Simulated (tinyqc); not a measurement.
Changing the density n2: Hall effect and magnetoresistance of several carrier groups with constant relaxation times. Computed by tinyqc, a small Python program. Command: `OMP_NUM_THREADS=1 python tinyqc.py 3029058 3029059 out.jsonl hall2 sweep`. One thread of a shared host (Intel(R) Xeon(R) Processor @ 2.30GHz), about 0.01 s of CPU time with the checks.

Group 1 has charge +e and group 2 charge +e; s_i is that sign. B lies along z; mu B is formed with mu in m^2/(V s).

Inputs (values chosen for the exercise, for a model conductor):

| quantity | value | unit |
|---|---|---|
| density n1 | 4.7e+10 | 1/cm^2 |
| mobility mu1 | 36000 | cm^2/(V s) |
| mobility mu2 | 1500 | cm^2/(V s) |
| magnetic field B | 4.8 | T |

Carriers: light and heavy holes. Densities: per area (a thin layer).

Constants: e = 1.602176634e-19 C.

Method:
- sigma_xx = sum n_i e mu_i/(1 + mu_i^2 B^2); sigma_xy = sum s_i n_i e mu_i^2 B/(1 + mu_i^2 B^2).
- rho_xx = sigma_xx/(sigma_xx^2 + sigma_xy^2); Hall coefficient R_H = sigma_xy/(B (sigma_xx^2 + sigma_xy^2)), with B in V s/cm^2 (1 T = 1e-4 V s/cm^2); magnetoresistance MR = rho_xx(B)/rho_xx(0) - 1. Apparent density 1/(e |R_H|); Hall mobility |R_H|/rho_xx.
- Weak field: R_H(0) = sum s_i n_i mu_i^2/(e (sum n_i mu_i)^2); MR = c B^2 with c = n1 n2 mu1 mu2 (s1 mu1 - s2 mu2)^2/(n1 mu1 + n2 mu2)^2. Strong field: R_H = 1/(e sum s_i n_i); rho_xx saturates at (n1/mu1 + n2/mu2)/(e (sum s_i n_i)^2).

One run for each value:

| density n2 (1/cm^2) | Hall coefficient R_H (cm^2/C) | R_H at weak field (cm^2/C) | magnetoresistance MR (%) | rho_xx (ohm) |
|---|---|---|---|---|
| 1.40e+09 | 1.312e+08 | 1.325e+08 | 21.9 | 4492 |
| 4.60e+09 | 1.276e+08 | 1.317e+08 | 68.5 | 6190 |
| 1.50e+10 | 1.160e+08 | 1.294e+08 | 189.1 | 10523 |
| 4.80e+10 | 8.493e+07 | 1.224e+08 | 364.1 | 16422 |
| 1.50e+11 | 4.062e+07 | 1.040e+08 | 350.9 | 14682 |
| 5.00e+11 | 1.295e+07 | 6.493e+07 | 168.1 | 6853 |
| 1.60e+12 | 3.974e+06 | 2.405e+07 | 60.5 | 2449 |
| 5.20e+12 | 1.208e+06 | 5.030e+06 | 19.5 | 786 |
| 1.70e+13 | 3.679e+05 | 8.371e+05 | 6.0 | 243 |
| 5.40e+13 | 1.157e+05 | 1.665e+05 | 1.9 | 77 |

Over the rows, Hall coefficient R_H (cm^2/C) falls from 1.31e8 to 116000 (exponent d ln y / d ln x -0.023 between the first rows and -1.0 between the last); R_H at weak field (cm^2/C) falls from 1.32e8 to 167000 (exponent d ln y / d ln x -0.0047 between the first rows and -1.4 between the last); magnetoresistance MR (%) goes from 21.9 through a maximum among these rows, 364 at 4.80e10, to 1.91. Both groups have one sign, so R_H cannot pass zero.

Caution (all rows): mu B is well above 1, where Landau quantisation, left out here, shows at low temperature.

Extremes, crossings and ranges named in words are read from the listed rows.
